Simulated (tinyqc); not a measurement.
## Threshold spread from leakage statistics

Problem. VT is Gaussian with standard deviation s and Ioff goes as exp(-VT/(n Vt)), so Ioff is log-normal: mean/median = exp(w^2/2) with w = s/(n Vt). Find w, s, the relative standard deviation sqrt(exp(w^2) - 1) and the share of devices that leak more than the mean, erfc(w/(2 sqrt(2)))/2.

Values chosen for this exercise:

| symbol | value | unit | meaning |
|---|---|---|---|
| T | 400 | K | temperature |
| n | 1.42 |  | subthreshold factor |

Constants: q = 1.602176634e-19 C, kB = 1.380649e-23 J/K, Vt = kB T/q. Results are converted to the units shown.

mean/median of the off current = 1.0305982

Answer. w = sqrt(2 ln(mean/median)); the mean lies w/2 standard deviations out in ln Ioff.

w = 0.2455
s = 12.02 mV
relative standard deviation = 0.2493
share above the mean = 45.11 %

tinyqc, about 0.01 s, one thread, Intel Xeon 2.30GHz (shared host): `OMP_NUM_THREADS=1 python tinyqc.py 2090022 2090023 out.jsonl`
